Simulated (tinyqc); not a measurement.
Worked calculation: a particle near a wafer in liquid: double-layer and van der Waals forces (DLVO), deposition barrier and removal. Computed by tinyqc, a small Python program that keeps every step. Command: `OMP_NUM_THREADS=1 python tinyqc.py 3113435 3113436 out.jsonl dlvo walk`. One thread of a shared host (Intel(R) Xeon(R) Processor @ 2.30GHz), about 0.01 s of CPU time with the checks. Intermediate numbers are printed to about 7 digits and carried at full precision; extremes and crossings named in words are read from the listed rows.

Sphere and flat wall, Derjaguin approximation, constant potentials in the linear-superposition form, no retardation and no hydration force.

Inputs (values chosen for the exercise, of the order of those for silica on silicon in water): particle radius R = 82 nm; Hamaker constant A = 9.7e-21 J; potential of the particle psi_1 = -14 mV; potential of the wafer psi_2 = -20 mV; salt concentration c = 0.0013 mol/L; valence z of the symmetric salt = 1; temperature T = 343 K; dielectric constant of the liquid = 63.7; gap h = 10 nm; contact distance h0 = 0.4 nm; contact radius over R = 0.077; viscosity = 0.72 mPa s.

Constants: e = 1.602176634e-19 C; N_A = 6.02214076e+23 1/mol; eps_0 = 8.8541878128e-12 F/m; k_B = 1.380649e-23 J/K; k_B = 8.617333262e-05 eV/K.

## Screening

kappa^2 = 2 z^2 e^2 N_A (1000 c)/(eps eps_0 k_B T); gamma_i = tanh(z e psi_i/(4 k_B T)); Z = 64 pi eps eps_0 (k_B T/(z e))^2 gamma_1 gamma_2.

kappa = 0.1226704 1/nm

Debye length = 8.151927 nm

gamma_1 = -0.1178631

gamma_2 = -0.1675668

Z = 1.956670 pN

kappa R = 10.05897

Like signs: the double layers repel.

## Energy and force at one gap

U(h) = Z R exp(-kappa h) - A R/(6 h); F(h) = -dU/dh = kappa Z R exp(-kappa h) - A R/(6 h^2), positive for repulsion.

double-layer energy = 9.935813 k_B T

van der Waals energy = -2.799348 k_B T

U(h) = 7.136465 k_B T

F(h) = 4.446257 pN

## The curve

The formulas are those given above.

Against the gap:
```
h (nm)   kappa h  U (k_B T)         F (pN)
0.4     0.049068  -37.72521  -8.098020e+02
0.6     0.073602  -15.17911  -3.499553e+02
1.0     0.122670    1.97599  -1.151568e+02
1.5     0.184006    9.52420  -4.254437e+01
2.5     0.306676   13.73514  -6.726831e+00
4.0     0.490682   13.74378   3.764138e+00
7.0     0.858693   10.35677   5.634169e+00
12.0    1.472045    5.44137   3.595570e+00
20.0    2.453408    1.51408   1.361244e+00
40.0    4.906815   -0.44925   6.271466e-02
```

Caution: in rows where h is not small against R, A R/(6 h) overstates the van der Waals term. Caution: in rows with kappa h below 1 linear superposition is only rough.

## Barrier and secondary minimum

F = 0 reads x^2 exp(-x) = y with x = kappa h and y = A kappa/(6 Z); the left side peaks at x = 2 with 4/e^2 = 0.5413, so roots exist for smaller y: x < 2 is the barrier, x > 2 the secondary minimum.

y = 0.1013544

position of the barrier = 3.148016 nm

barrier height = 14.13490 k_B T

position of the secondary minimum = 47.34148 nm

energy at the secondary minimum = -0.4894898 k_B T

A barrier of this size slows deposition by roughly exp(barrier).

## Critical salt concentration

The barrier height is zero when U = 0 and F = 0 together: kappa h = 1 and kappa = 6 Z/(e A), e = 2.718282 here; c follows from kappa^2, with the potentials held fixed.

critical kappa = 0.4452488 1/nm

critical concentration = 0.01712653 mol/L

## Adding salt

kappa scales as sqrt(c); potentials are held fixed. A dash marks rows without a maximum.

Against the concentration:
```
c (mol/L)  Debye length (nm)  barrier at (nm)  barrier (k_B T)  minimum at (nm)  minimum (k_B T)
1.71e-06            224.7677         14.06055         29.83540     2.306801e+03    -1.095278e-02
1.71e-05             71.0778          8.11345         26.77569     6.258668e+02    -3.964797e-02
1.71e-04             22.4768          4.79443         21.53388     1.634332e+02    -1.477275e-01
8.56e-04             10.0460          3.41475         15.91973     6.149941e+01    -3.808280e-01
3.43e-03              5.0186          2.65215          9.41812     2.528428e+01    -8.873938e-01
8.56e-03              3.1768          2.34239          4.25736     1.344506e+01    -1.590108e+00
1.54e-02              2.3685          2.24890          0.66193     8.606032e+00    -2.357570e+00
2.57e-02              1.8334          2.31234         -2.50728     5.468733e+00    -3.402699e+00
5.14e-02              1.2964                -                -                -                -
```

At low salt the barrier tends to Z R = 33.9 k_B T; it is half of that between 1.7e-4 and 8.6e-4 mol/L and changes sign at 0.017 mol/L, while the secondary minimum deepens to -2.4 k_B T at 0.9 of that.

## Removing an attached particle

Adhesion F_a = A R/(6 h0^2) [1 + a^2/(R h0)] - kappa Z R exp(-kappa h0), a the contact radius. Drag in a shear flow F_d = 1.7 x 6 pi mu R^2 G, acting at 1.4 R; rolling starts when 1.4 R F_d = a F_a. Wall shear stress = mu G.

van der Waals adhesion = 1835.588 pN

net adhesion F_a = 1816.849 pN

wall shear stress for rolling = 463.7712 Pa

shear rate G = 644126.6 1/s

Checks made by the program: force against a difference of U (relative difference below 1e-10).
